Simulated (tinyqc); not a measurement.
Stoner model of a band ferromagnet: one step. The paramagnetic state and the Stoner criterion.

Density of states per atom and spin: triangular, D(e) = (4 M/W^2) (W/2 - |e|). Levels e -/+ I m/2 for up and down spin, m = n_up - n_down, n_up + n_down = nd. At zero temperature e(N) is the energy below which N states lie, and E(m) = sum over spins of integral e D de - I m^2/4.

Parameters, chosen for this exercise: W = 4.8 eV (band width, e from -W/2 to W/2); M = 5 (states per atom and spin); nd = 2.66 (electrons per atom); I = 1.07 eV (Stoner parameter).

Question. Find EF from nd/2 states per spin, D(EF) and the product I D(EF); below 1 the susceptibility is enhanced by 1/(1 - I D).

Give: EF; D(EF); I D(EF).

Answer.

EF = -0.6495 eV
D(EF) = 1.5195 1/eV
I D(EF) = 1.6259

The paramagnet is unstable.

Computed by tinyqc, a small Python program: `OMP_NUM_THREADS=1 python tinyqc.py 1651726 1651727 out.jsonl` (the numbers bound the seed that draws the inputs); one thread of a shared host (Intel(R) Xeon(R) Processor @ 2.30GHz), about 0.3 s for the whole set of steps.
